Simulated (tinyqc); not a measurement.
Resistive crossbar, vector-matrix product with wire resistance: two steps of the calculation.

2 rows and 3 columns. Cell (i, j) joins row node wij to column node bij. Each row is driven at its left end through one wire segment rw; neighbouring nodes along a row or a column are joined by rw; each column ends below the last row in one more rw and a virtual ground, where its current is read. Ideal output: I_j = sum_i V_i G_ij.

Inputs (values chosen for the exercise):

| symbol | value | unit | meaning |
|---|---|---|---|
| rw | 50 | ohm | wire resistance between neighbouring cells |
| V | [0.36, 0.35] | V | input voltages of the rows |

Question 1. Node voltages and column currents. Solve A x = b; I_j = b2j/rw.

A (uS):
```
           w11        w12        w13        w21        w22        w23        b11        b12
w11  40032.000     -20000          0          0          0          0        -32          0
w12     -20000  40004.300     -20000          0          0          0          0       -4.3
w13          0     -20000  20006.900          0          0          0          0          0
w21          0          0          0  40035.000     -20000          0          0          0
w22          0          0          0     -20000  40044.000     -20000          0          0
w23          0          0          0          0     -20000  20022.000          0          0
b11        -32          0          0          0          0          0  20032.000          0
b12          0       -4.3          0          0          0          0          0  20004.300
b13          0          0       -6.9          0          0          0          0          0
b21          0          0          0        -35          0          0     -20000          0
b22          0          0          0          0        -44          0          0     -20000
b23          0          0          0          0          0        -22          0          0

           b13        b21        b22        b23
w11          0          0          0          0
w12          0          0          0          0
w13       -6.9          0          0          0
w21          0        -35          0          0
w22          0          0        -44          0
w23          0          0          0        -22
b11          0     -20000          0          0
b12          0          0     -20000          0
b13  20006.900          0          0     -20000
b21          0  40035.000          0          0
b22          0          0  40044.000          0
b23     -20000          0          0  40022.000
```

b (uA): w11 7200, w12 0, w13 0, w21 7000, w22 0, w23 0, b11 0, b12 0, b13 0, b21 0, b22 0, b23 0

Give: row nodes; column nodes; column currents.

Answer 1.

row nodes (mV): w11 359.23, w12 359.03, w13 358.90, w21 348.25, w22 347.11, w23 346.73
column nodes (mV): b11 1.7513, b12 0.91578, b13 0.62805, b21 1.1793, b22 0.83878, b23 0.50445
column currents (uA): column 1 23.587, column 2 16.776, column 3 10.089

Question 2. Error against the ideal product. Ideal I_j = sum_i V_i G_ij; error = I/ideal - 1.

cell conductances G (uS):

|  | column 1 | column 2 | column 3 |
|---|---|---|---|
| row 1 | 32 | 4.3 | 6.9 |
| row 2 | 35 | 44 | 22 |

column currents (uA): column 1 23.586709, column 2 16.775695, column 3 10.088984

Wanted: ideal currents; error.

Answer 2.

ideal currents (uA): column 1 23.77, column 2 16.95, column 3 10.18
error (%): column 1 -0.7711, column 2 -1.017, column 3 -0.9330

The largest error is in column 2. All currents fall short, since the wires take part of the voltage.

Numbers from tinyqc (`OMP_NUM_THREADS=1 python tinyqc.py 2880058 2880059 out.jsonl`; about 0.02 s on one thread of a shared Intel Xeon 2.30GHz).
